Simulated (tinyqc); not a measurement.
Vertical double-diffused power MOSFET, components of the on-resistance: one step of the calculation.

Stripe cells of pitch Wp + a, two channels a cell. Current flows through the channels, spreads in the accumulation layer, passes the gap between the p bodies and spreads at 45 degrees into the drift layer below them. Low drain voltage, full ionisation.

Task. Drift layer. Triangular field at breakdown with Ec = Kc N^(1/8): BV = eps0 eps_r Ec^2/(2 q N), so N = (eps0 eps_r Kc^2/(2 q BV))^(4/3); W = 2 BV/Ec; mu = mud (T/300 K)^(-bt); rho = 1/(q mu N); ideal resistance rho W.

Inputs (values chosen for the exercise); bulk values close to those of 4H silicon carbide:

| symbol | value | unit | meaning |
|---|---|---|---|
| T | 350 | K | temperature |
| eps_r | 9.54 |  | relative permittivity |
| Kc | 22500 | V/cm per (cm^-3)^(1/8) | critical-field constant |
| BV | 650 | V | rated breakdown voltage of the drift layer |
| mud | 793 | cm^2/(V s) | drift mobility at 300 K |
| bt | 2.2 |  | temperature exponent of the drift mobility |

Constants: q = 1.602176634e-19 C, eps0 = 8.8541878128e-14 F/cm where lengths are in cm. Results are converted to the units shown.

Give: drift doping N; Ec; drift thickness W; electron mobility mu at T; drift resistivity rho; ideal resistance.

Result.

drift doping N = 2.609e16 cm^-3
Ec = 2.537 MV/cm
drift thickness W = 5.125 um
electron mobility mu at T = 564.9 cm^2/(V s)
drift resistivity rho = 0.4234 ohm cm
ideal resistance = 0.2170 mohm cm^2

tinyqc, about 0.01 s, one thread, Intel Xeon 2.30GHz (shared host): `OMP_NUM_THREADS=1 python tinyqc.py 2230118 2230119 out.jsonl`
